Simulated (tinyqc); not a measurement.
From results back to parameters: overlap of hydrogenic dopants: pairs, impurity band and the Mott density. Five cases, with inputs chosen for the exercise.

Problem. Ry* = Ry m/eps^2, aB = a0 eps/m, and the Mott density is (0.26/aB)^3 (1/angstrom^3 = 1e24/cm^3). Binding energy and critical density come from a hidden mass and dielectric constant.

Constants: Ry = 13.60569312 eV; a0 (Bohr radius) = 0.5291772105 angstrom.

Case 1.

binding energy = 37.66935 meV
critical density = 4.031593e+18 1/cm^3

Case 2.

binding energy = 34.20336 meV
critical density = 2.718920e+18 1/cm^3

Case 3.

binding energy = 29.76245 meV
critical density = 2.145382e+18 1/cm^3

Case 4.

binding energy = 51.70163 meV
critical density = 6.508298e+18 1/cm^3

Case 5.

binding energy = 31.78948 meV
critical density = 2.300904e+18 1/cm^3

Find: aB; eps; m.

Solution. aB = 0.26/n^(1/3); the product Ry* aB = Ry a0/eps gives eps, and m = a0 eps/aB.

Case 1.

aB = 16.34 angstrom
eps = 11.70
m = 0.379 m0

Case 2.

aB = 18.63 angstrom
eps = 11.30
m = 0.321 m0

Case 3.

aB = 20.16 angstrom
eps = 12.00
m = 0.315 m0

Case 4.

aB = 13.93 angstrom
eps = 10.00
m = 0.380 m0

Case 5.

aB = 19.69 angstrom
eps = 11.50
m = 0.309 m0

Computed by tinyqc, one run a case: `OMP_NUM_THREADS=1 python tinyqc.py N N+1 out.jsonl` with N = 1480429, 1480432, 1480446, 1480611, 1480628; one thread of a shared Intel(R) Xeon(R) Processor @ 2.30GHz, about 0.01 s a run at most.
